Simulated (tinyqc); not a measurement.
Round or elliptic silicon nanowire with anisotropic valleys (Ritz method): sweeps and comparisons. A value that a table varies takes the place of the one given here.

Wire along x = [100] on a (001) wafer, y = [010], z = [001]. Valley groups, two valleys each (w = inverse masses): A, axis along z: w_y = 1/mt, w_z = 1/ml, m_x = mt; B, axis along y: w_y = 1/ml, w_z = 1/mt, m_x = mt; C, axis along x: w_y = w_z = 1/mt, m_x = ml.

Hard wall on the ellipse (y/a)^2 + (z/b)^2 = 1, c = hbar^2/2m0. With u = y/a, v = z/b the operator is -c [(w_y/a^2) d2/du2 + (w_z/b^2) d2/dv2] on the unit disc. Basis (1 - u^2 - v^2) u^i v^j; S, X and Y are the disc integrals of f f', (df/du)(df'/du) and (df/dv)(df'/dv), from the integral of u^p v^q = 2 Gamma((p+1)/2) Gamma((q+1)/2)/((p + q + 2) Gamma((p+q+2)/2)) for even p, q; H = c (w_y X/a^2 + w_z Y/b^2).

Converged values use 21 functions of each parity class (e or o in u, then in v).

Constants: hbar^2/2m0 = 3.80998211 eV angstrom^2.

Values chosen for the exercise (near those of a Si nanowire; not measured data):

| symbol | value | unit | meaning |
|---|---|---|---|
| ml | 0.909 | m0 | longitudinal mass |
| mt | 0.187 | m0 | transverse mass |
| a | 36 | angstrom | semi-axis along y |
| b | 14 | angstrom | semi-axis along z |
| asp | (0.4, 0.6, 0.8, 1, 1.3, 1.8, 2.5) |  | ratios a/b |
| area | 15.8 | nm^2 | cross-section, kept fixed |
| hw | 3 |  | height over mean width |

## Size of the basis

Lowest level of each group with 1, 3, 6 and 21 even functions.

Levels (meV):

| functions | A | B | C |
|---|---|---|---|
| 1 | 111.32 | 321.55 | 359.01 |
| 3 | 107.24 | 291.88 | 338.14 |
| 6 | 107.23 | 288.46 | 337.60 |
| 21 | 107.23 | 288.17 | 337.60 |

What does this show?

One function errs by 3.8 % for A, 11.6 % for B and 6.3 % for C, six by 2.2e-05, 0.29 and 0.0053 meV. The error grows with the axis ratio of the stretched ellipse (1.17, 5.67, 2.57); for a circle it is 6/5.783 - 1 = 3.7 %.

## Flattening the wire at fixed area

a = sqrt(area x ratio/pi), b = a/ratio, 1 nm^2 = 100 angstrom^2; lowest level of each group.

Levels (eV):

| a/b | a (angstrom) | b (angstrom) | A | B | C |
|---|---|---|---|---|---|
| 0.4 | 14.2 | 35.5 | 0.2817 | 0.1071 | 0.3319 |
| 0.6 | 17.4 | 29.0 | 0.2004 | 0.1102 | 0.2636 |
| 0.8 | 20.1 | 25.1 | 0.1611 | 0.1227 | 0.2398 |
| 1.0 | 22.4 | 22.4 | 0.1388 | 0.1388 | 0.2343 |
| 1.3 | 25.6 | 19.7 | 0.1205 | 0.1657 | 0.2419 |
| 1.8 | 30.1 | 16.7 | 0.1083 | 0.2133 | 0.2733 |
| 2.5 | 35.5 | 14.2 | 0.1071 | 0.2817 | 0.3319 |

How do the results move?

Each group is lowest where its stretched ellipse is a circle, at a/b = sqrt(w_y/w_z): 2.20 for A, 0.45 for B and 1.00 for C. The lowest group is B in the first row and A in the last, A and B crossing at a/b = 1 by symmetry; B - A is -175 meV in the first row and +175 meV in the last.

## Shape of the cross-section

Equal area, hard walls, lowest level of -c (w_y d2/dy2 + w_z d2/dz2), c = hbar^2/2m0. Rectangle W x H with H/W = hw; ellipse with b/a = hw; trapezoid of height H, base W/0.8 and top 0.6 of the base; isosceles triangle of height H and base 2W. Ellipse, trapezoid and triangle by converged Ritz bases; 1 nm^2 = 100 angstrom^2.

Levels:

| shape | A (eV) | B (eV) | B - A (meV) |
|---|---|---|---|
| rectangle | 0.3905 | 0.1210 | -269.6 |
| ellipse | 0.3311 | 0.1111 | -220.1 |
| trapezoid | 0.3301 | 0.1223 | -207.8 |
| triangle | 0.1984 | 0.1354 | -63.0 |

W = 22.9 angstrom
H = 68.8 angstrom

How do the results move?

For group A the order is triangle, trapezoid, ellipse, rectangle, spanning 97 %. For group B the order is ellipse, rectangle, trapezoid, triangle, spanning 22 %. The ellipse lies below the rectangle for both groups, since corners hold little of the wave function. The triangle is lowest for A, whose light mass lies across the width and gains from the wide base. The spacing B - A of the valley groups runs from -270 to -63 meV.

## What each parameter does

Lowest level of groups A and B. Each row changes one parameter from the base and keeps the others.

Results:

| case | A (eV) | B (eV) | B - A (meV) |
|---|---|---|---|
| base | 0.1072 | 0.2882 | 180.9 |
| a = 39 angstrom | 0.1004 | 0.2855 | 185.1 |
| b = 17 angstrom | 0.0874 | 0.2007 | 113.3 |
| ml = 1.018 m0 | 0.1006 | 0.2862 | 185.6 |
| mt = 0.168 m0 | 0.1124 | 0.3187 | 206.3 |

What does this show?

The largest shifts from the base row, up to three for each result and ties (the steps differ in size, so this ranks the rows, not the parameters). A (eV): b -0.0198, a -0.0068, ml -0.0066. B (eV): b -0.0875, mt +0.0306, a -0.0027. B - A (meV): b -67.7, mt +25.4, ml +4.7.

Run: tinyqc, `OMP_NUM_THREADS=1 python tinyqc.py 1250780 1250781 out.jsonl`; Intel(R) Xeon(R) Processor @ 2.30GHz, one thread, shared host; about 0.04 s of CPU time with all checks.
